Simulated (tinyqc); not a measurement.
IGBT as a p-i-n diode in series with a MOS channel, on-state and switching loss: one step of the calculation.

High injection (n = p) in a drift layer from x = -W/2 (anode) to +W/2 (cathode side), recombination only in the layer with lifetime tau, ideal emitters. The channel feeds the cathode side and carries the whole current. Auger recombination, carrier-carrier scattering, emitter losses and the carrier dip under the p body are left out.

Task. Stored charge, losses and the unipolar alternative. Stored charge tau J, turn-off energy Eoff = ks tau J Vdc, loss at half duty 0.5 J Von + f Eoff. A unipolar device on the same layer has Vu = J (W/(q mn Nd) + Rch).

Inputs (values chosen for the exercise); material values close to those of silicon:

| symbol | value | unit | meaning |
|---|---|---|---|
| mn | 743 | cm^2/(V s) | electron mobility |
| W | 130 | um | width of the drift layer |
| Nd | 5.9e13 | cm^-3 | doping of the drift layer |
| tau | 1.8 | us | high-injection lifetime |
| J | 50 | A/cm^2 | current density |
| Rch | 1.2 | mohm cm^2 | channel and accumulation resistance |
| Vdc | 800 | V | link voltage |
| ks | 0.05 |  | turn-off energy per stored charge and link voltage |
| f | 1 | kHz | switching frequency |

Constants: q = 1.602176634e-19 C. Results are converted to the units shown.

Von = 0.83783662 V

Give: stored charge; Eoff; conduction loss; switching loss; Vu.

Result.

stored charge = 90.00 uC/cm^2
Eoff = 3.600 mJ/cm^2
conduction loss = 20.95 W/cm^2
switching loss = 3.600 W/cm^2
Vu = 92.61 V

Both losses would be equal at f = 5.82 kHz.

Computed by the program tinyqc: `OMP_NUM_THREADS=1 python tinyqc.py 2590144 2590145 out.jsonl`, one thread of a shared Intel Xeon 2.30GHz, about 0.01 s for the whole run.
